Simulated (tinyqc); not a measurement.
Comparisons within one model: deformation potentials from a strained empirical pseudopotential. A value that a table varies takes the place of the one given here.

Diamond lattice, no spin-orbit coupling. Atomic form factor V(q) = a1 (q^2 - a2)/(a3 exp(a4 q^2) - 1) in rydberg with q in 1/bohr, for the unstrained cell. Under a strain e the reciprocal vectors and k go over into (1 + e)^(-1) G, the atoms sit at +/- tau with tau = (1 + e) a (1,1,1)/8 - zeta a (eyz, ezx, exy)/4, and H(G,G') = c |k + G|^2 delta + (V(q)/det(1 + e)) cos(q.tau), q = G - G', with the term q = 0 left out; c = hbar^2/2m0. The basis is fixed before straining: all G with |k + G|^2 up to 16 (2 pi/a)^2. k is given in units of 2 pi/a of the unstrained cell.

Constants: hbar^2/2m0 = 3.80998211 eV angstrom^2; Ry = 13.60569312 eV; a0 (Bohr radius) = 0.5291772105 angstrom.

Values chosen for the exercise (near those of Si; shifted at random, so the results belong to these values and not to a real crystal):
```
symbol  value                         unit      meaning
a       5.433                         angstrom  lattice constant
A       (0.542, 2.166, 2.057, 0.491)            a1 (Ry bohr^2), a2 (1/bohr^2), a3, a4 (bohr^2)
h       0.002                                   size of the test strain
kD      0.82                          2 pi/a    position of the Delta minimum
a1      0.542
a2      2.166
a3      2.057
a4      0.491
```

## The internal displacement

Xu of L (level 5, the lowest empty one) and d from exy = eyz = ezx = h for several zeta: Xu = [E(L [111]) - E(L [1-1-1])]/((8/3) h), d = (single valence level - pair)/(3 sqrt(3) h). zeta = 0 strains the bonds with the lattice; zeta = 1 keeps all four bond lengths equal to first order.

Results:
```
zeta  Xu (L) (eV)  d (eV)
0.00        11.20    0.53
0.25        11.55   -1.73
0.50        11.90   -3.99
0.60        12.04   -4.90
0.75        12.26   -6.26
1.00        12.63   -8.52
```

From zeta = 0 to 1, d goes from 0.53 to -8.52 eV and Xu (L) from 11.20 to 12.63 eV, both nearly linearly: the displacement is an optical-phonon mode, and d = d(0) - zeta d0/4 gives its deformation potential d0 = 36 eV. Leaving the relaxation out (zeta = 0 for 0.5) moves d by +4.53 eV, which reverses its sign, and Xu (L) by -0.70 eV. Tetragonal strain has no such freedom.

## Size of the test strain

e = diag(-h/2, -h/2, h). Xu = [E(Delta z) - E(Delta x)]/(1.5 h) at fixed kD, b = [E(Z) - E(X, Y)]/(4.5 h); one-sided from +h alone, central from +h and -h.

Results (eV):
```
h       Xu one-sided  Xu central  b one-sided  b central
0.0010         7.998       8.003       -3.277     -3.272
0.0025         7.991       8.004       -3.283     -3.272
0.0050         7.978       8.004       -3.293     -3.273
0.0100         7.953       8.005       -3.313     -3.273
0.0200         7.906       8.009       -3.355     -3.274
0.0300         7.861       8.016       -3.396     -3.275
```

From h = 0.001 to 0.03 the one-sided Xu drifts by -0.138 eV and the central one by +0.012 eV; for b the drifts are -0.120 and -0.002 eV. The central difference cancels the term of second order in the strain, so its error goes as h^2. At h = 0.02 the linear law errs by 1.2 % for the valley splitting and 2.5 % for the valence splitting.

## What each parameter of the potential does

Gaps from the valence top to level 8 at Gamma and level 5 at (kD,0,0) and L, and their deformation potentials [E(+h) - E(-h)]/(3 ln((1 + h)/(1 - h))) for e = +/- h 1, h = 0.002. The row for the lattice constant keeps V(q) without the volume factor, so it is not a strain. Each row changes one parameter from the base and keeps the others.

Results:
```
case                Gamma (eV)  Delta (eV)  L (eV)  potential Gamma (eV)  potential Delta (eV)  potential L (eV)
base                     4.209       1.061   2.020                 -8.71                  2.74             -1.85
a = 5.379 angstrom       4.325       0.763   1.918                 -8.40                  3.04             -1.69
a1 = 0.537               4.166       0.995   1.972                 -8.63                  2.74             -1.84
a2 = 2.144               4.322       0.986   2.023                 -8.63                  2.79             -1.82
a3 = 2.036               4.259       1.157   2.086                 -8.80                  2.75             -1.85
a4 = 0.496               4.115       0.976   1.945                 -8.54                  2.81             -1.78
```

The largest shifts from the base row, up to three for each result and ties (the steps differ in size, so this ranks the rows, not the parameters). Gamma (eV): a +0.116, a2 +0.113, a4 -0.094. Delta (eV): a -0.298, a3 +0.095, a4 -0.086. L (eV): a -0.102, a4 -0.075, a3 +0.066. potential Gamma (eV): a +0.31, a4 +0.17, a3 -0.09. potential Delta (eV): a +0.30, a4 +0.07, a2 +0.05; unchanged at the printed digits by a1. potential L (eV): a +0.17, a4 +0.07, a2 +0.03; unchanged at the printed digits by a3.

Computed by tinyqc, a small Python program: `OMP_NUM_THREADS=1 python tinyqc.py 1880792 1880793 out.jsonl` (the numbers bound the seed that draws the inputs); one thread of a shared host (Intel(R) Xeon(R) Processor @ 2.30GHz), about 0.2 s for the whole set of steps.
